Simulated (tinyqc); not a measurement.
# Changing the temperature T

Model: Cabrera-Mott growth of a thin oxide under its own electric field. Computed by tinyqc, a small Python program. Command: `OMP_NUM_THREADS=1 python tinyqc.py 3004254 3004255 out.jsonl cabrera sweep`. One thread of a shared host (Intel(R) Xeon(R) Processor @ 2.30GHz), about 0.02 s of CPU time with the checks.

Electrons cross the film freely and set a fixed potential V across it; the field V/x lowers the barrier for ions entering the oxide.

Inputs (values chosen for the exercise, for a model metal):
```
quantity                     value        unit
barrier W                     1.47          eV
Mott potential V               1.1           V
ion charge number z              2           -
half jump distance b           1.5    angstrom
prefactor u0 = N Omega nu  1.9e+13  angstrom/s
starting thickness x0          3.7    angstrom
time t                      230000           s
```

Backward hops: ignored.

Constants: k_B = 8.617333262e-05 eV/K.

Method. u = u0 exp(-W/(k_B T)), X1 = z b V/(k_B T) with V in volts and k_B T in eV; dx/dt = u exp(X1/x). t(x) = int_(x0)^x dx / (dx/dt) by Gauss-Legendre quadrature (80 points on each side of (x0 + 2 x)/3), solved for x.

One run for each value:
```
temperature T (K)  thickness x (angstrom)  field at time t (MV/cm)  rate at time t (angstrom/s)
200                            4.7640e+00               2.3090e+01                   4.9145e-07
250                            6.4043e+00               1.7176e+01                   1.0773e-06
300                            9.4838e+00               1.1599e+01                   2.6875e-06
350                            1.6783e+01               6.5543e+00                   8.7708e-06
400                            4.4006e+01               2.4996e+00                   5.0396e-05
450                            3.0677e+02               3.5858e-01                   8.6289e-04
500                            7.0400e+03               1.5625e-02                   2.9277e-02
550                            1.4866e+05               7.3997e-04                   6.4418e-01
```

Over the rows, thickness x (angstrom) rises from 4.76 to 149000 (exponent d ln y / d ln x 1.3 between the first rows and 32 between the last); field at time t (MV/cm) falls from 23.1 to 7.40e-4 (exponent d ln y / d ln x -1.3 between the first rows and -32 between the last); rate at time t (angstrom/s) rises from 4.91e-7 to 0.644 (exponent d ln y / d ln x 3.5 between the first rows and 32 between the last). While x is well below X1, growth stalls where z b V/x has fallen to about W - k_B T ln(u0 t X1/x^2); heat closes that gap, so the film thickens slowly at first and steeply once W/(k_B T) nears that logarithm. Left out: 600 (the run failed its checks).

Caution (all rows): the starting field or rate is formal: the first layers form as fast as oxygen arrives. Caution (rows 450, 500, 550): electrons tunnel only through a few nanometres, so beyond about 10 nm a fixed Mott potential is doubtful. Caution (rows 450, 500, 550): X1/x is small, so backward hops, left out here, would cut the rate.
